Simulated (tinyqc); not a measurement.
Read current of a NAND string, cells in series solved by shooting: one step of the calculation.

Cells in series, numbered from 0 at the source line (0 V) to the bit line, each followed by a gap resistance Rg. A cell with gate Vg, threshold VT, source Vs and drain Vd passes I = 2 nf K Vt^2 [F(Vs) - F(Vd)]/(1 + th max(Vg - VT, 0)), F(V) = ln^2(1 + exp((Vg - VT - nf V)/(2 nf Vt))). The selected cell has Vg = Vr, the others Vg = Vp.

Task. Node voltages for a trial current. For a trial current I start at 0 V and, cell by cell (the selected one is cell 3), solve for the drain: sqrt(F(Vd)) = sqrt(F(Vs) - I/k), k = 2 nf K Vt^2/(1 + th max(Vg - VT, 0)), Vd = [Vg - VT - 2 nf Vt ln(exp(sqrt F) - 1)]/nf, then add I Rg.

Inputs (values chosen for the exercise); values of the order met in vertical NAND strings:
- T = 300 K (temperature)
- K = 9.1 uA/V^2 (gain factor of a cell)
- nf = 1.5 (slope factor)
- th = 0.08 1/V (mobility reduction factor)
- Rg = 19 kohm (resistance of the gap between cells)
- Vbl = 0.4 V (bit-line voltage)
- Vp = 7.1 V (pass voltage)
- Vr = 3.3 V (read voltage on the selected word line)

Constants: q = 1.602176634e-19 C, kB = 1.380649e-23 J/K, Vt = kB T/q. Results are converted to the units shown.

second trial current = 0.86 uA
thresholds from the source end, cell 0 to 5 (V): [3.2, 3.2, -1.3, 2, -1.3, 3.2]

Give: node voltage after each cell and gap, trial 2.

Result.

node voltage after each cell and gap, trial 2, cell 0 to 5 (V): [0.04833, 0.09727, 0.1328, 0.2510, 0.2870, 0.3394]

Numbers from tinyqc (`OMP_NUM_THREADS=1 python tinyqc.py 2142231 2142232 out.jsonl`; about 0.3 s on one thread of a shared Intel Xeon 2.30GHz).
